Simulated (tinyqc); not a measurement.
# From kappa back to effective Grueneisen parameter gamma

Model: Debye-Callaway model of lattice thermal conductivity. Computed by tinyqc, a small Python program. Command: `OMP_NUM_THREADS=1 python tinyqc.py 3012346 3012347 out.jsonl callaway inv`. One thread of a shared host (Intel(R) Xeon(R) Processor @ 2.30GHz), about 0.04 s of CPU time with the checks.

Three acoustic branches with one velocity v, cut at omega_D = k_B Theta/hbar; x = hbar omega/(k_B T). v and Theta are separate inputs: Theta cuts off the heat-carrying modes, so C need not reach 3 k_B/V. gamma is an effective value that sets the umklapp rate.

Inputs (values chosen for the exercise, modelled on silicon carbide):
```
quantity                    value        unit
sound velocity v             9080         m/s
Debye temperature Theta      1090           K
volume per atom V            10.4  angstrom^3
mean atomic mass M          20.05           u
umklapp exponent divisor b    2.5           -
alloy fraction f             0.37           -
mass difference Delta M      11.7           u
Casimir length L             1100  micrometre
temperature T                 300           K
```

Sample: crystal. Point defects: alloy. Normal processes: left out.

Constants: k_B = 1.380649e-23 J/K; hbar = 1.054571817e-34 J s; u = 1.6605390666e-27 kg.

Method:
- For a random alloy on all sites Gamma = f (1 - f) (Delta M/M)^2, with M the mean mass; strain-field scattering is left out. A = V Gamma/(4 pi v^3).
- Rates: point defects A omega^4; umklapp B omega^2 T exp(-Theta/(b T)) with B = hbar gamma^2/(M v^2 Theta). Boundaries: v/L.
- kappa_1 = c int tau_C g dx, g = x^4 e^x/(e^x - 1)^2, c = (k_B/(2 pi^2 v)) (k_B T/hbar)^3, over 0 < x < min(Theta/T, 40), by 96 Gauss-Legendre points in s with x = x_max s^2; tau_C = tau_R, the inverse of the summed rates, and kappa = kappa_1.
- Heat capacity C = 3 c int g dx / v^2; grey free path 3 kappa/(C v); the median free path v tau_C halves kappa_1 when the quadrature points are ordered by free path (each counted at half its weight, interpolated in the logarithm); likewise at 10 % and 90 %.

Task: A run gave the result below. Find the effective Grueneisen parameter gamma, known to lie between 1.9 and 3.7.

kappa = 83.16182 W/(m K)

Result:

Each step takes the trial c = (a f_b - b f_a)/(f_b - f_a), f being the result less the target and a, b, c the logarithms of the listed values; c replaces end b, the old b replaces a if the sign of f changed, and otherwise f_a is halved.

Scan of the range:
```
effective Grueneisen parameter gamma  kappa (W/(m K))
1.90                                          114.237
2.12                                          103.123
2.37                                           92.555
2.65                                           82.746
2.96                                           73.805
3.31                                           65.541
3.70                                           58.049
```

False position (Illinois rule, in the logarithm of the input) inside the bracket:
```
step    end a    end b    trial  kappa (W/(m K))
1     2.37000  2.65000  2.63750          83.1459
2     2.37000  2.63750  2.63654          83.1765
3     2.63750  2.63654  2.63700          83.1618
4     2.63654  2.63700  2.63700          83.1618
```

Kappa falls at every point of a 13-point scan of the range (every second point is shown), so one value fits; it is bracketed by 2.37 and 2.65. Answer: effective Grueneisen parameter gamma = 2.637.

Caution: for so large a Gamma the Rayleigh formula is only rough near omega_D.
